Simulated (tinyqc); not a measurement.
What moves the Penn gap and the ionicity: Penn model of the dielectric constant and Phillips ionicity.

n = 32/a^3; Ep^2 = 8 pi c e2 n with c = hbar^2/2m0, e2 = e^2/(4 pi eps0); EF = c (3 pi^2 n)^(2/3); eps = 1 + (Ep/Eg)^2 S with S = 1 - Eg/(4 EF) + (Eg/(4 EF))^2/3, Eg the Penn gap. Core d shells are left out.

Phillips: bond length d = sqrt(3) a/4; homopolar gap Eh = 39.74 d^(-2.48) eV (d in angstrom); Eg^2 = Eh^2 + C^2; ionicity fi = C^2/Eg^2.

Constants: hbar^2/2m0 = 3.80998211 eV angstrom^2; e^2/(4 pi eps0) = 14.39964547 eV angstrom.

Values chosen for the exercise (out of a larger set: near those of BN; not measured data): a = 3.613 angstrom (cubic lattice constant, 32 valence electrons a cell); ei = 4.45 (high-frequency dielectric constant).

Eg from ei; fi = 1 - (Eh/Eg)^2, printed even where negative.

One parameter was then changed.

Results before and after:

| case | Ep (eV) | Eg (eV) | Eh (eV) | fi |
|---|---|---|---|---|
| base | 30.587 | 15.358 | 13.098 | 0.273 |
| changed | 29.695 | 14.900 | 12.472 | 0.299 |

Which of these changes was made? (a) ei = 4; (b) a = 3.685 angstrom.
Answer: (b) a = 3.685 angstrom. Of the candidates, run in turn, only this one gives the changed row.

All candidates:

| case | Ep (eV) | Eg (eV) | Eh (eV) | fi |
|---|---|---|---|---|
| base | 30.587 | 15.358 | 13.098 | 0.273 |
| a = 3.685 angstrom | 29.695 | 14.900 | 12.472 | 0.299 |
| ei = 4 | 30.587 | 16.391 | 13.098 | 0.361 |

With the tabulated Phillips C of about 7.7 eV, fi would be 0.26; this model leaves out the d-shell factor.

Computed by tinyqc, a small Python program: `OMP_NUM_THREADS=1 python tinyqc.py 1652607 1652608 out.jsonl` (the numbers bound the seed that draws the inputs); one thread of a shared host (Intel(R) Xeon(R) Processor @ 2.30GHz), about 0.01 s for the whole set of steps.
